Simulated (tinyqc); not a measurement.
Interface traps by the conductance method, one level: one step of the calculation.

MOS capacitor on an n-type substrate; psi is the band bending, negative in depletion; only majority carriers are counted. The traps exchange electrons with the conduction band; their admittance lies in parallel with Cd, and that pair in series with Cox and Rs. w = 2 pi f.

Problem. Capacitances and time constant. Cox = 3.9 eps0/EOT, LD = sqrt(eps0 eps_r Vt/(q Nd)), u = psi/Vt, Cd = (eps0 eps_r/(sqrt(2) LD)) |exp(u) - 1|/sqrt(exp(u) - u - 1); ns = Nd exp(u); tau = ft/(sn vth ns), Cit = q Nt ft (1 - ft)/Vt.

Inputs (values chosen for the exercise); band and dielectric values close to those of gallium nitride: temperature T = 300 K; relative permittivity eps_r = 9.63; donor density Nd = 5e16 cm^-3; equivalent oxide thickness EOT = 2 nm; band bending psi ps = -0.204 V; capture cross-section for electrons sn = 1.1e-17 cm^2; thermal velocity vth = 2.6e7 cm/s; density of the level Nt = 2.3e11 cm^-2; occupation of the level at this bias ft = 0.64.

Constants: q = 1.602176634e-19 C, kB = 1.380649e-23 J/K, Vt = kB T/q, eps0 = 8.8541878128e-14 F/cm where lengths are in cm. Results are converted to the units shown.

Give: Cox; Cd; ns; tau; Cit.

Solution.

Cox = 1726.6 nF/cm^2
Cd = 138.40 nF/cm^2
ns = 1.8703e13 cm^-3
tau = 1.1964e-4 s
Cit = 328.42 nF/cm^2

Numbers from tinyqc (`OMP_NUM_THREADS=1 python tinyqc.py 2030146 2030147 out.jsonl`; about 0.01 s on one thread of a shared Intel Xeon 2.30GHz).
